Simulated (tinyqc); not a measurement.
Inside a calculation: complex band structure along [001] in sp3s* tight binding. Values are carried at full precision from step to step, so a last printed digit may differ when a step is redone from the rounded ones.

For k = (0, 0, kz) the phase sums are g0 = cos(phi) and g3 = i sin(phi), phi = kz a/4, and the s, pz, s* orbitals of anion (a) and cation (c) decouple from px, py. With z = exp(i phi), H(z) = H0 + z T + T^T/z for any complex z. H0 is diagonal (Esa, Epa, Exa, Esc, Epc, Exc). The anion-cation block is B(z) = z U + W/z and the cation-anion block z W^T + U^T/z, where U has Vss/2 (s,s), Vsapc/2 (s,z), -Vscpa/2 (z,s), Vxx/2 (z,z), Vxapc/2 (s*,z), -Vpaxc/2 (z,s*), and W has the same values with the s-z and s*-z signs reversed. |z| = 1 is a band state, |z| < 1 decays along [001] as exp(-kappa d) over a distance d, kappa = -(4/a) ln|z|. No spin-orbit coupling.

Inputs chosen for the exercise (out of a larger set: near a published set for AlAs, fitted to gaps, whose masses and valley positions are rough (light masses up to twice too heavy); not measured data): p = (-7.532, 0.988, -1.163, 3.61, 7.49, 6.741, -6.64, 1.865, 4.278, 5.143, 5.524, 4.513, 5.012) eV (order Esa, Epa, Esc, Epc, Exa, Exc, Vss, Vxx, Vxy, Vsapc, Vscpa, Vxapc, Vpaxc); dE = 1.26 eV (E - Ev); a = 5.659 angstrom (lattice constant).

## The layer matrices

Parameters in the order Esa, Epa, Esc, Epc, Exa, Exc, Vss, Vxx, Vxy, Vsapc, Vscpa, Vxapc, Vpaxc. Form H0 and T.

diagonal of H0 (eV): sa -7.5320, za 0.9880, s*a 7.4900, sc -1.1630, zc 3.6100, s*c 6.7410

T (eV):
```
,sa,za,s*a,sc,zc,s*c
sa,0.0000,0.0000,0.0000,-3.3200,2.5715,0.0000
za,0.0000,0.0000,0.0000,-2.7620,0.9325,-2.5060
s*a,0.0000,0.0000,0.0000,0.0000,2.2565,0.0000
sc,-3.3200,2.7620,0.0000,0.0000,0.0000,0.0000
zc,-2.5715,0.9325,-2.2565,0.0000,0.0000,0.0000
s*c,0.0000,2.5060,0.0000,0.0000,0.0000,0.0000
```

## Edges at Gamma

At z = 1 the levels follow from the blocks [[Esa, Vss], [Vss, Esc]] and [[Epa, Vxx], [Vxx, Epc]]: Ev is the lower p root, and the direct gap ends at the lower of the upper roots.

Ev = 0.0193 eV
EG (direct gap) = 2.9973 eV

## Complex wave vectors at one energy in the gap

Solve det(H0 - E + z T + T^T/z) = 0 with E = Ev + dE, as the linear problem [[0, 1], [-T^T, E - H0]] x = z [[1, 0], [0, T]] x. Roots come as z, -z, 1/z and conjugates; list those with 0 < |z| < 1 and Re z, Im z >= 0, by falling |z|. Re kz = arg(z)/(pi/2) in units of 2 pi/a, kappa = -(4/a) ln|z|.

Decaying roots:
```
Re z,Im z,|z|,Re kz (2 pi/a),kappa (1/angstrom)
0.7732,0.0000,0.7732,0.0000,0.1818
0.1741,0.4677,0.4990,0.7731,0.4913
```

The slowest root has kappa = 0.1818 1/angstrom at Re kz = 0.000: a purely imaginary k at Gamma. The probability falls by exp(-2 kappa d), a factor 37.9 over 1 nm.

## The px, py block

For px and py the determinant gives (E - Epa)(E - Epc) = Vxx^2 cos^2(phi) + Vxy^2 sin^2(phi). With phi = i kappa a/4 this is sinh^2(kappa a/4) = ((E - Epa)(E - Epc) - Vxx^2)/(Vxx^2 - Vxy^2), E = Ev + dE. Parameters in the order Esa, Epa, Esc, Epc, Exa, Exc, Vss, Vxx, Vxy, Vsapc, Vscpa, Vxapc, Vpaxc.

sinh^2(kappa a/4) = 0.28045
kappa of the heavy-hole branch = 0.3587 1/angstrom

This branch decays faster than the slowest root of the s-pz block (0.1818), by a factor 1.97 in kappa.

## Checks

- Largest distance of a level of the 6 x 6 block at kz = 0.37 (2 pi/a) from a level of the full matrix, against zero (eV): both 0.000000.

Run: tinyqc, `OMP_NUM_THREADS=1 python tinyqc.py 1482815 1482816 out.jsonl`; Intel(R) Xeon(R) Processor @ 2.30GHz, one thread, shared host; about 0.01 s of CPU time with all checks.
